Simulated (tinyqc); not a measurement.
Segregation gettering against temperature: solubility, supersaturation, precipitation and gettering of an impurity in a silicon-like host. Computed by tinyqc, a small Python program. Command: `OMP_NUM_THREADS=1 python tinyqc.py 3019519 3019520 out.jsonl ripen sweep`. One thread of a shared host (Intel(R) Xeon(R) Processor @ 2.30GHz), about 0.01 s of CPU time with the checks.

The wafer was saturated at T1 and is then held at T.

Inputs (values chosen for the exercise, modelled on nickel in silicon):

| quantity | value | unit |
|---|---|---|
| site density N0 | 5e+22 | 1/cm^3 |
| enthalpy of solution H | 1.71 | eV |
| entropy of solution S | 3.2 | k_B |
| diffusion prefactor D0 | 0.0018 | cm^2/s |
| migration energy Q | 0.474 | eV |
| temperature of saturation T1 | 1300 | K |
| impurity density in the precipitate C_p | 2.4e+22 | 1/cm^3 |
| interface energy gamma | 0.41 | J/m^2 |
| anneal time t | 8.5 | s |
| wafer thickness w | 625 | micrometre |
| segregation energy E_g | 1.2 | eV |
| segregation prefactor k_0 | 0.026 | - |
| getter layer thickness t_g | 2.8 | micrometre |

Gettering: segregation gettering in a layer.

Constants: k_B = 8.617333262e-05 eV/K; k_B = 1.380649e-23 J/K.

Method. C_eq(T) = N0 exp(S/k_B - H/(k_B T)); D(T) = D0 exp(-Q/(k_B T)); C0 = C_eq(T1). Supersaturation s = C0/C_eq(T); critical radius r* = 2 gamma/(C_p k_B T ln s); barrier W* = (4 pi/3) gamma r*^2. Strain energy is left out. k = k_0 exp(E_g/(k_B T)); in equilibrium the bulk keeps C/C0 = 1/(1 + k t_g/w). For a strong sink on one face the slowest diffusion mode has tau_w = 4 w^2/(pi^2 D), and C/C0 is estimated as c_eq + (1 - c_eq)(8/pi^2) sum over odd m up to 99 of exp(-m^2 t/tau_w)/m^2. Precipitation is left out here.

One run for each value:

| anneal temperature T (K) | mean C/C0 at t | equilibrium C/C0 | tau_w (s) | segregation coefficient k |
|---|---|---|---|---|
| 650 | 0.96754 | 4.2613e-06 | 4163.0 | 5.2382e+07 |
| 723 | 0.95024 | 3.7064e-05 | 1771.5 | 6.0221e+06 |
| 796 | 0.92948 | 2.1677e-04 | 881.7 | 1.0295e+06 |
| 869 | 0.90581 | 9.4172e-04 | 493.4 | 2.3680e+05 |
| 942 | 0.87990 | 3.2526e-03 | 302.1 | 6.8403e+04 |
| 1020 | 0.85088 | 1.0005e-02 | 193.3 | 2.2086e+04 |
| 1090 | 0.82514 | 2.3711e-02 | 136.7 | 9.1908e+03 |
| 1160 | 0.80184 | 4.9884e-02 | 100.8 | 4.2514e+03 |
| 1240 | 0.78182 | 1.0226e-01 | 74.3 | 1.9596e+03 |

What does the table show, and why?

Over the rows, mean C/C0 at t falls from 0.968 to 0.782 (exponent d ln y / d ln x -0.17 between the first rows and -0.38 between the last); equilibrium C/C0 rises from 4.26e-6 to 0.102 (exponent d ln y / d ln x 20 between the first rows and 11 between the last); tau_w (s) falls from 4160 to 74.3 (exponent d ln y / d ln x -8.0 between the first rows and -4.6 between the last). Cooling raises k but slows diffusion.

Caution (rows 650, 723, 796, 869, 942): the barrier to homogeneous nucleation is below 35 k_B T for these inputs, so new precipitates would form and outnumber the fixed sinks assumed here.

Extremes, crossings and ranges named in words are read from the listed rows.
